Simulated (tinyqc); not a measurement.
Valley-orbit splitting of a donor ground state, with strain: one step, computed by the program tinyqc.

The basis is the 1s envelope in each valley; energies are counted from the unstrained conduction-band edge. The strain is e_s (a a^T - 1/3) for the unit stress axis a, so valley j along n_j moves by Xi_u e_s w_j with w_j = (n_j.a)^2 - 1/3: +1/3 for [111] and [-1-11], -1/3 for the others.

Question. Levels without strain. By symmetry: E(A1) = E_0 + Lambda + 3 Delta_1 (one state), E(T2) = E_0 + Lambda - Delta_1 (three), as binding energies.

Inputs (values chosen for the exercise, modelled on donors in germanium): single-valley binding energy E_0 = 9.55 meV; central-cell shift Lambda = 1.1 meV; coupling Delta_1 = 0.63 meV.

Valleys: four along <111>. Stress axis: [110].

Give: E(A1); E(T2).

Answer.

E(A1) = 12.54 meV

E(T2) = 10.02 meV

Only A1 has all valley amplitudes in phase, so only it has weight at the nucleus.
